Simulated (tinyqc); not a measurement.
Inside a calculation. Model: p-type polysilicon, carrier trapping at grain boundaries.

Numbers from tinyqc (`OMP_NUM_THREADS=1 python tinyqc.py 2830295 2830296 out.jsonl`; about 0.01 s on one thread of a shared Intel Xeon 2.30GHz). Printed values are rounded.

One-dimensional grains of size Lg, uniform ionised doping N, monovalent traps Qt at each boundary at a depth Et below (for electrons) or above (for holes) the band edge there, abrupt depletion of width W on each side of a boundary, Boltzmann statistics. xi is the distance from the band edge at the grain centre to the Fermi level. Trapped charge Qt/(1 + exp((xi + VB - Et)/Vt)) = 2 N W, barrier VB = q N W^2/(2 eps0 eps_r).

Values chosen for this exercise; values of the order met in polycrystalline silicon: temperature T = 400 K; relative permittivity eps_r = 11.7; valence-band density of states at T NB = 4.08e19 cm^-3; grain size Lg = 86 nm; trap density of a grain boundary Qt = 1.5e12 cm^-2; depth of the trap level from the majority band edge at the boundary Et = 0.39 eV; mass for thermionic emission ms = 0.29 m0; correction factor of the emission rate fe = 0.5; doping N = 5.2e16 cm^-3.

Constants: q = 1.602176634e-19 C, kB = 1.380649e-23 J/K, m0 = 9.1093837015e-31 kg, Vt = kB T/q, eps0 = 8.8541878128e-14 F/cm where lengths are in cm. Results are converted to the units shown.

## Depletion width, Fermi level and barrier

If the trap equation with xi = Vt ln(NB/N) has a root W < Lg/2, the grain is partly depleted; otherwise W = Lg/2 and the trap equation gives xi = Et - VB + Vt ln(Qt/(N Lg) - 1). N* = Qt/Lg.

N* = 1.74419e17 cm^-3
W = 43 nm
xi = 0.345162 V
VB = 0.0743509 V
share of traps filled = 0.298133

N is 0.298 N*, and the grain is fully depleted; VB = 2.16 Vt.

## Resistivity and effective mobility

n0 = NB exp(-xi/Vt); mean density n0 (1 - 2 W/Lg) by charge balance in a partly depleted grain, and n0 (sqrt(pi)/2) erf(u)/u with u = sqrt(VB/Vt) in a fully depleted one; v = sqrt(kB T/(2 pi ms m0)); barrier resistivity Vt exp(VB/Vt)/(q fe n0 v Lg); grain resistivity (1 - 2 W/Lg)/(q n0 mug); effective mobility 1/(q mean density total resistivity).

n0 = 1.82731e15 cm^-3
mean density = 1.06095e15 cm^-3
v = 5.76817e6 cm/s
barrier resistivity = 41.0377 ohm cm
grain resistivity = 0.00000 ohm cm
resistivity = 41.0377 ohm cm
effective mobility = 143.354 cm^2/(V s)

The resistivity is 18.1 times that of a single crystal with the same N and mobility mug, and the mean density is 2.04 % of N. The effective mobility exceeds mug only because drift through the depleted grain is left out.
